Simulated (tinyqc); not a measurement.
From molar flow 1 back to bath temperature T1: precursor delivery by bubblers, mass-transport growth and the solid composition of a III-V alloy. Computed by tinyqc, a small Python program. Command: `OMP_NUM_THREADS=1 python tinyqc.py 3026861 3026862 out.jsonl movpe_thermo inv`. One thread of a shared host (Intel(R) Xeon(R) Processor @ 2.30GHz), about 0.03 s of CPU time with the checks.

1 sccm = 44.615 micromol/min; 1 torr = 133.322 Pa. The sources decompose fully at the surface.

Inputs (values chosen for the exercise, modelled on trimethylgallium (source 1) and trimethylindium (source 2) for the vapour pressures):
```
quantity,value,unit
bath temperature T2,291,K
bubbler pressure p_b,600,torr
carrier flow F1,11,sccm
carrier flow F2,92,sccm
```

constants a, b of source 1 (log10 torr, K): [8.098, 1703]

constants a, b of source 2 (log10 torr, K): [10.53, 3014]

Method. log10 p_v = a - b/T_bath; molar flow = F x 44.615 x p_v/(p_b - p_v) for a saturated bubbler.

Task: A run gave the result below. Find the bath temperature T1, known to lie between 250 and 290 K.

molar flow 1 = 28.85669 micromol/min

Result:

Each step takes the trial c = (a f_b - b f_a)/(f_b - f_a), f being the result less the target and a, b, c the logarithms of the listed values; c replaces end b, the old b replaces a if the sign of f changed, and otherwise f_a is halved.

Scan of the range:
```
bath temperature T1 (K),molar flow 1 (micromol/min)
250,16.328
256,23.936
263,36.890
269,53.017
276,80.630
283,123.098
290,191.022
```

False position (Illinois rule, in the logarithm of the input) inside the bracket:
```
step,end a,end b,trial,molar flow 1 (micromol/min)
1,256.000,263.000,258.637,28.2143
2,263.000,258.637,258.957,28.7802
3,263.000,258.957,259.032,28.9141
4,258.957,259.032,259.000,28.8566
5,259.032,259.000,259.000,28.8567
6,259.032,259.000,259.000,28.8567
7,259.000,259.000,259.000,28.8567
```

Molar flow 1 rises at every point of a 13-point scan of the range (every second point is shown), so one value fits; it is bracketed by 256 and 263. Answer: bath temperature T1 = 259.0 K.
